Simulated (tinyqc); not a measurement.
Capacitance of parallel on-chip lines from Laplace's equation on a mesh: one step of the calculation.

Cross-section of an endless row of equal lines between two grounded planes; neighbours are driven in antiphase (+1 V and -1 V), so the plane midway between two lines is at 0 V. By symmetry one quarter is solved: x runs from the centre of a line (column 0, mirror) to that midplane (column 3, 0 V), y from the mid-height of the line (row 0, mirror) to the ground plane (row 4, 0 V). The line fills columns 0 to 1 and rows 0 to 2 at 1 V. Cells beside the line (below row 2) have e2, cells above have e1. Each link between nodes has the conductance g = mean permittivity of the two cells beside it (a cell beyond a mirror counts as 0), and the free nodes obey sum g (V_neighbour - V) = 0.

Problem. Relaxation sweep. One sweep visits the free nodes row by row from row 0, left to right, and replaces V by V + om (weighted mean of the neighbours - V), using new values at once.

Values chosen for this exercise: over-relaxation factor om = 1.

V after sweep 1 (V):
```
           col 0      col 1      col 2      col 3
row 0  1.0000000  1.0000000  0.2500000  0.0000000
row 1  1.0000000  1.0000000  0.3125000  0.0000000
row 2  1.0000000  1.0000000  0.3252315  0.0000000
row 3  0.2500000  0.3125000  0.1594329  0.0000000
row 4  0.0000000  0.0000000  0.0000000  0.0000000
```

gx:
```
       col 0  col 1  col 2
row 0   1.95   1.95   1.95
row 1    3.9    3.9    3.9
row 2   4.05   4.05   4.05
row 3    4.2    4.2    4.2
row 4    2.1    2.1    2.1
```

gy:
```
       col 0  col 1  col 2  col 3
row 0   1.95    3.9    3.9   1.95
row 1   1.95    3.9    3.9   1.95
row 2    2.1    4.2    4.2    2.1
row 3    2.1    4.2    4.2    2.1
```

Find: V after sweep 2.

Solution.

V after sweep 2 (V):
```
        col 0   col 1   col 2   col 3
row 0  1.0000  1.0000  0.4062  0.0000
row 1  1.0000  1.0000  0.4329  0.0000
row 2  1.0000  1.0000  0.3955  0.0000
row 3  0.4062  0.3914  0.1967  0.0000
row 4  0.0000  0.0000  0.0000  0.0000
```

tinyqc, about 0.7 s, one thread, Intel Xeon 2.30GHz (shared host): `OMP_NUM_THREADS=1 python tinyqc.py 2790225 2790226 out.jsonl`
